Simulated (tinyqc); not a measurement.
Changing the channel length L: stress in a transistor channel from embedded alloy regions, liners and fins, by half-space elasticity. Computed by tinyqc, a small Python program. Command: `OMP_NUM_THREADS=1 python tinyqc.py 3028645 3028646 out.jsonl stressor sweep`. One thread of a shared host (Intel(R) Xeon(R) Processor @ 2.30GHz), about 0.04 s of CPU time with the checks.

Plane strain in an isotropic half-space, the same constants everywhere; x along the channel from its centre, y downwards from the free surface; stress is positive in tension.

Inputs (values chosen for the exercise, modelled on silicon): alloy fraction x = 0.24; lattice change per unit x, beta = 0.0418; Young's modulus E = 166 GPa; Poisson ratio nu = 0.23; length of each stressor S = 65 nm; recess depth d = 25 nm; depth of the field point y = 4.6 nm; liner stress = -2.5 GPa; liner thickness t = 35 nm; longitudinal piezoresistance coefficient = 69.1 1e-11/Pa; vertical piezoresistance coefficient = -0.88 1e-11/Pa.

Stressor: Si(1-x)Ge(x) source and drain.

Method:
- Misfit e = beta x. A fully constrained inclusion holds the stress -p with p = E e/(1 - 2 nu); a blanket film would hold -E e/(1 - nu) in the plane.
- A line element dA of misfit at (a, c) in the half-space gives, with C = E e/(2 pi (1 - nu)), X = x - a, r1^2 = X^2 + (y - c)^2, r2^2 = X^2 + Y^2, Y = y + c: s_xx = -C dA {[X^2 - (y - c)^2]/r1^4 + 3 [X^2 - Y^2]/r2^4 + 4 y Y (Y^2 - 3 X^2)/r2^6}, s_yy = C dA {[X^2 - (y - c)^2]/r1^4 - [X^2 - Y^2]/r2^4 + 4 y Y (Y^2 - 3 X^2)/r2^6}. These are integrated over two rectangles, L/2 < |a| < L/2 + S, 0 < c < d (closed form in a, 200 Gauss-Legendre points in c).
- The liner over source and drain ends at the gate, x = -/+ L/2, and pulls there with the force per width F = (liner stress) t along the surface. A tangential line force gives s_xx = (2 F/pi) X^3/(X^2 + y^2)^2 at the distance X; two of them add at the centre, X = L/2. For L > 3.5 y the concentrated force is an upper bound.
- d mu/mu = -(pi_L s_xx + pi_z s_yy) for the embedded regions alone; the stress across the width is left out.

One run for each value:
```
channel length L (nm)  s_xx (MPa)  s_xx from the liner (MPa)  mobility change (%)
12                        -1285.3                    -7365.2               89.011
21                        -1428.4                    -7468.4               98.737
36                        -1330.8                    -5453.7               91.950
63                         -976.7                    -3390.6               67.481
110                        -564.6                    -1997.6               39.006
190                        -272.8                    -1167.2               18.850
330                        -114.5                     -674.2                7.910
580                         -43.0                     -384.0                2.971
1000                        -15.8                     -222.8                1.090
```

Describe and explain the trends.

Over the rows, s_xx (MPa) goes from -1290 through a minimum among these rows, -1430 at 21.0, to -15.8; s_xx from the liner (MPa) goes from -7370 through a minimum among these rows, -7470 at 21.0, to -223; mobility change (%) goes from 89.0 through a maximum among these rows, 98.7 at 21.0, to 1.09. At the high end the exponent of s_xx from the liner is -1.00, close to -1: the field of a line force.

Caution (rows 12.0, 21.0, 36.0, 63.0, 110): the real force is spread over several liner thicknesses, so for a channel this short the concentrated force clearly overstates the stress. Caution (rows 12.0, 21.0, 36.0, 63.0, 110): beyond a few hundred MPa bulk piezoresistance coefficients no longer describe an inversion layer well.

Extremes, crossings and ranges named in words are read from the listed rows.
